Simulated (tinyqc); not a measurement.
# Schottky emission and Poole-Frenkel conduction in an insulator, and how to tell them apart: effect of temperature

Schottky emission (electrode-limited): J = As T^2 exp[-(pb - b sqrt(F))/Vt], b = sqrt(q/(4 pi eps0 ei)). Poole-Frenkel emission (bulk-limited): J = s0 F exp[-(pt - 2 b sqrt(F))/Vt]. F in V/cm.

Both formulas at the same field.

Parameters, values chosen for the exercise; dielectric values close to those of silicon nitride:
- ei = 4.21 (high-frequency relative permittivity)
- pt = 1.37 eV (trap depth)
- s0 = 1.9 S/cm (Poole-Frenkel prefactor)
- pb = 1.18 eV (electrode barrier)
- As = 54 A/(cm^2 K^2) (Richardson constant)
- F = 2 MV/cm (field)

Constants: q = 1.602176634e-19 C, kB = 1.380649e-23 J/K, Vt = kB T/q, eps0 = 8.8541878128e-14 F/cm where lengths are in cm. Results are converted to the units shown.

Results:

| T (K) | J, Schottky (A/cm^2) | J, Poole-Frenkel (A/cm^2) | ratio |
|---|---|---|---|
| 225 | 7.317e-15 | 4.073e-13 | 0.01796 |
| 260 | 5.745e-12 | 1.457e-10 | 0.03942 |
| 300 | 1.808e-9 | 2.251e-8 | 0.08034 |
| 340 | 1.518e-7 | 1.062e-6 | 0.1429 |
| 420 | 9.077e-5 | 2.614e-4 | 0.3472 |
| 475 | 0.002193 | 0.003927 | 0.5583 |

Estimate the missing row, T = 380 K.

Computed row:

| T (K) | J, Schottky (A/cm^2) | J, Poole-Frenkel (A/cm^2) | ratio |
|---|---|---|---|
| 380 | 5.139e-6 | 2.227e-5 | 0.2308 |

With this row back in the table: The Schottky current grows by 11.5 decades and the Poole-Frenkel current by 9.98, as their lowered barriers are 0.918 and 0.847 eV. A tunnelling current would hardly change over this range. For T = 225, 260, 300, 340, 380 a Fowler-Nordheim estimate for tunnelling through pb with a mass of 0.4 m0 exceeds the Schottky current, so tunnelling, left out here, would compete. For T = 225, 260, 300, 340 a Fowler-Nordheim estimate for tunnelling through pb with a mass of 0.4 m0 exceeds the Poole-Frenkel current, so tunnelling, left out here, would compete.

Computed by the program tinyqc: `OMP_NUM_THREADS=1 python tinyqc.py 2370029 2370030 out.jsonl`, one thread of a shared Intel Xeon 2.30GHz, about 0.01 s for the whole run.
